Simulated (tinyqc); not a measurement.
Vertical double-diffused power MOSFET, components of the on-resistance: one step of the calculation.

Stripe cells of pitch Wp + a, two channels a cell. Current flows through the channels, spreads in the accumulation layer, passes the gap between the p bodies and spreads at 45 degrees into the drift layer below them. Low drain voltage, full ionisation.

Problem. Drift layer. Triangular field at breakdown with Ec = Kc N^(1/8): BV = eps0 eps_r Ec^2/(2 q N), so N = (eps0 eps_r Kc^2/(2 q BV))^(4/3); W = 2 BV/Ec; mu = mud (T/300 K)^(-bt); rho = 1/(q mu N); ideal resistance rho W.

Values chosen for this exercise; bulk values close to those of 4H silicon carbide: temperature T = 300 K; relative permittivity eps_r = 10; critical-field constant Kc = 22500 V/cm per (cm^-3)^(1/8); rated breakdown voltage of the drift layer BV = 1700 V; drift mobility at 300 K mud = 806 cm^2/(V s); temperature exponent of the drift mobility bt = 2.5.

Constants: q = 1.602176634e-19 C, eps0 = 8.8541878128e-14 F/cm where lengths are in cm. Results are converted to the units shown.

Wanted: N; Ec; W; mu; rho; ideal resistance.

Solution.

N = 7.711e15 cm^-3
Ec = 2.178 MV/cm
W = 15.61 um
mu = 806.0 cm^2/(V s)
rho = 1.004 ohm cm
ideal resistance = 1.568 mohm cm^2

Numbers from tinyqc (`OMP_NUM_THREADS=1 python tinyqc.py 2230003 2230004 out.jsonl`; about 0.01 s on one thread of a shared Intel Xeon 2.30GHz).
